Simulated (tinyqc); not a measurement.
# n-type polysilicon, carrier trapping at grain boundaries: effect of the doping

One-dimensional grains of size Lg, uniform ionised doping N, monovalent traps Qt at each boundary at a depth Et below (for electrons) or above (for holes) the band edge there, abrupt depletion of width W on each side of a boundary, Boltzmann statistics. xi is the distance from the band edge at the grain centre to the Fermi level. Trapped charge Qt/(1 + exp((xi + VB - Et)/Vt)) = 2 N W, barrier VB = q N W^2/(2 eps0 eps_r).

If the trap equation with xi = Vt ln(NB/N) has a root W < Lg/2, the grain is partly depleted; otherwise W = Lg/2 and the trap equation gives xi = Et - VB + Vt ln(Qt/(N Lg) - 1). N* = Qt/Lg. n0 = NB exp(-xi/Vt); mean density n0 (1 - 2 W/Lg) by charge balance in a partly depleted grain, and n0 (sqrt(pi)/2) erf(u)/u with u = sqrt(VB/Vt) in a fully depleted one; v = sqrt(kB T/(2 pi ms m0)); barrier resistivity Vt exp(VB/Vt)/(q fe n0 v Lg); grain resistivity (1 - 2 W/Lg)/(q n0 mug); effective mobility 1/(q mean density total resistivity). Rows with xi above 0.45 V, towards mid-gap, are left out, since the other carrier type is ignored.

Inputs (values chosen for the exercise); values of the order met in polycrystalline silicon:
- T = 400 K (temperature)
- eps_r = 11.7 (relative permittivity)
- NB = 4.31e19 cm^-3 (conduction-band density of states at T)
- Lg = 280 nm (grain size)
- Qt = 6e11 cm^-2 (trap density of a grain boundary)
- Et = 0.41 eV (depth of the trap level from the majority band edge at the boundary)
- ms = 0.26 m0 (mass for thermionic emission)
- fe = 0.12 (correction factor of the emission rate)
- mug = 94 cm^2/(V s) (mobility inside the grains)

Constants: q = 1.602176634e-19 C, kB = 1.380649e-23 J/K, m0 = 9.1093837015e-31 kg, Vt = kB T/q, eps0 = 8.8541878128e-14 F/cm where lengths are in cm. Results are converted to the units shown.

Results:

| N (cm^-3) | N/N* | depleted share 2 W/Lg | VB (V) | xi (V) | mean density (cm^-3) | resistivity (ohm cm) | effective mobility (cm^2/(V s)) |
|---|---|---|---|---|---|---|---|
| 2.3e15 | 0.1073 | 1.000 | 0.03486 | 0.4482 | 7.243e13 | 297.1 | 290.0 |
| 9.9e15 | 0.4620 | 0.9334 | 0.1307 | 0.2888 | 6.592e14 | 47.56 | 199.1 |
| 2.1e16 | 0.9800 | 0.6378 | 0.1295 | 0.2629 | 7.605e15 | 22.57 | 36.36 |
| 4.4e16 | 2.053 | 0.4126 | 0.1135 | 0.2374 | 2.584e16 | 7.325 | 32.97 |
| 9.2e16 | 4.293 | 0.2271 | 0.07190 | 0.2120 | 7.111e16 | 1.478 | 59.40 |
| 1.9e17 | 8.867 | 0.1123 | 0.03631 | 0.1870 | 1.687e17 | 0.4688 | 78.93 |
| 4.1e17 | 19.13 | 0.05220 | 0.01694 | 0.1605 | 3.886e17 | 0.1954 | 82.20 |
| 8.6e17 | 40.13 | 0.02491 | 0.008086 | 0.1349 | 8.386e17 | 0.09074 | 82.03 |

Estimate the missing row, N = 4.7e15 cm^-3.

Computed row:

| N (cm^-3) | N/N* | depleted share 2 W/Lg | VB (V) | xi (V) | mean density (cm^-3) | resistivity (ohm cm) | effective mobility (cm^2/(V s)) |
|---|---|---|---|---|---|---|---|
| 4.7e15 | 0.2193 | 1.000 | 0.07124 | 0.3825 | 3.856e14 | 127.1 | 127.3 |

With this row back in the table: As N goes from 2.3e15 to 8.6e17, VB goes from 0.0349 through a maximum of 0.131 (at N = 9.9e15 among the rows listed) to 0.00809 V, the resistivity falls from 297 to 0.0907 ohm cm and the effective mobility moves up and down between 33.0 and 290 cm^2/(V s). The steepest fall of the resistivity among the rows, as N^(-2.2), lies between N = 4.4e16 and 9.2e16 cm^-3; N* = 2.14e16 cm^-3. While the grain is fully depleted VB grows as N; once the traps are full it falls as 1/N. For N = 4.1e17, 8.6e17 VB is below Vt, where abrupt depletion and thermionic emission are rough. For N = 4.7e15, 9.9e15 the grain is near the changeover between partial and full depletion, within a few Debye lengths, where both limits are rough. For N = 2.3e15, 4.7e15, 9.9e15 the effective mobility exceeds mug, since drift through the depleted part of the grain is left out.

Computed by the program tinyqc: `OMP_NUM_THREADS=1 python tinyqc.py 2830154 2830155 out.jsonl`, one thread of a shared Intel Xeon 2.30GHz, about 0.01 s for the whole run.
